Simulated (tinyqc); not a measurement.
Transfer-length model of a contact: one step of the calculation.

A metal contact of length d and width W on a thin layer of the same width. The metal has no resistance, the sheet resistance under it equals Rsh, and current enters the layer at the front edge x = 0.

Problem. Straight-line fit. Pairs of such contacts at gaps L have R_T = Rsh L/W + 2 Rc. The values of R_T were made from Rsh and rc with a random scatter of 0.2 % and are treated as data. Least squares: slope = sum (L - mean L)(R_T - mean R_T)/sum (L - mean L)^2, intercept = mean R_T - slope mean L. Rsh = slope W, Rc = intercept/2, and A = Rc/slope is half the distance from the origin to the zero of the line.

Parameters, values chosen for the exercise: contact width W = 28 um.

```
gap  L (um)  R_T (ohm)
1       1.3     39.979
2       2.3     47.023
3       4.2      60.56
4       7.7     85.667
5        14     130.82
6        26     216.03
```

Find: slope; intercept; Rsh; Rc; A.

Solution.

slope = 7.133 ohm/um
intercept = 30.70 ohm
Rsh = 199.7 ohm/sq
Rc = 15.35 ohm
A = 2.152 um

Program tinyqc, `OMP_NUM_THREADS=1 python tinyqc.py 2760085 2760086 out.jsonl`; Intel Xeon 2.30GHz, shared host, one thread, about 0.01 s.
